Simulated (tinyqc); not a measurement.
Inside a calculation: deep level with several charge states, and Shockley-Read-Hall recombination. Values are carried at full precision from step to step, so a last printed digit may differ when a step is redone from the rounded ones.

Energies from Ev. The defect has charge states +1, 0, -1 with weights 1, gm exp((EF - E1)/kT), exp((2 EF - E1 - E2)/kT); the shares are the weights over their sum. Boltzmann carriers: n = Nc exp((EF - Eg)/kT), p = Nv exp(-EF/kT). Neutrality: p - n + Nd + Nt <q> = 0.

Constants: kB = 8.617333262e-05 eV/K.

Values chosen for the exercise (gap and densities of states near those of SiC at this temperature; the results hold for these values, not for the real material): Eg = 3.199 eV (gap); Nc = 1.71e+19 1/cm^3 (conduction-band density of states); Nv = 3.07e+19 1/cm^3 (valence-band density of states); T = 300 K; E1 = 2.114 eV (level (+1/0) above Ev); E2 = 1.957 eV (level (0/-1) above Ev); gm = 2 (degeneracy of the middle state, the others 1); Nt = 9.8e+15 1/cm^3 (defects); Nd = -7.3e+15 1/cm^3 (ionised shallow donors minus acceptors); E_try = 0.858 eV (trial Fermi level); Et = 1.957 eV (recombination level above Ev); sn = 4.9e-15 cm^2 (electron capture cross-section); sp_ = 4.8e-16 cm^2 (hole capture cross-section); vth = 12000000 cm/s (thermal velocity, both carriers); Nm = 9.8e+16 1/cm^3 (equilibrium holes for the lifetime steps); dn = 6.8e+13 1/cm^3 (excess pairs).

## Charge states at a trial Fermi level

Form the exponents, the shares, the mean charge and the residual of neutrality at EF = E_try.

exponents of the second and third weights: -48.584  -91.095

shares: +1 1.0000, 0 0.0000, -1 0.0000

<q> = 1.0000

n, p (1/cm^3): 8.05e-21  1.18e+05

residual = 2.50e+15 1/cm^3

The residual is positive, so EF must rise.

## The neutral state

Solve for EF.

EF = 2.0093 eV

shares at EF: +1 0.858, 0 0.030, -1 0.113

n = 0.176 1/cm^3
p = 5.41e-15 1/cm^3

Without the defects the majority density would be 7.30e+15 1/cm^3; with them the density of these carriers is 5.41e-15, below that of the other kind: the type has inverted, so the defects more than cancel the doping. Most defects are in the state +1. The level order is inverted (negative U), so the middle state is never the most common.

## Recombination through one level

One level at Et with degeneracy 1: tn = 1/(sn vth Nt), tp = 1/(sp_ vth Nt), n1 = Nc exp((Et - Eg)/kT), p1 = Nv exp(-Et/kT), ni^2 = n1 p1. Equilibrium p0 = Nm, n0 = ni^2/Nm; n = n0 + dn, p = p0 + dn. U = (n p - ni^2)/(tp (n + n1) + tn (p + p1)), lifetime dn/U; emission rates en = sn vth n1, ep = sp_ vth p1.

Evaluate each quantity.

tn, tp (microsecond): 0.001735  0.01772

n1, p1 (1/cm^3): 0.0234  4.08e-14

U = 3.89e+22 1/(cm^3 s)
lifetime = 0.00175 microsecond

The lifetime is 1.007 times the minority capture time tn and 0.0899 times tn + tp, the limit of high injection.

## Emission and generation in a depleted region

With n = p = 0 the level generates pairs at G = Nt en ep/(en + ep); generation lifetime tg = ni/G; current density e G W for a width W = 1 micrometre, e = 1.602176634e-19 C.

en, ep (1/s): 1.37e-09  2.35e-22

G = 2.30e-06 1/(cm^3 s)
tg = 1.34e+04 microsecond
current density = 3.69e-29 A/cm^2

The slower step, hole emission, limits the rate: en/ep = 5.84e+12.

## Checks

- U against hole capture minus emission at the steady occupation of the level (1/(cm^3 s)): both 3.891e+22.

Computed by tinyqc, a small Python program: `OMP_NUM_THREADS=1 python tinyqc.py 1652528 1652529 out.jsonl` (the numbers bound the seed that draws the inputs); one thread of a shared host (Intel(R) Xeon(R) Processor @ 2.30GHz), about 0.01 s for the whole set of steps.
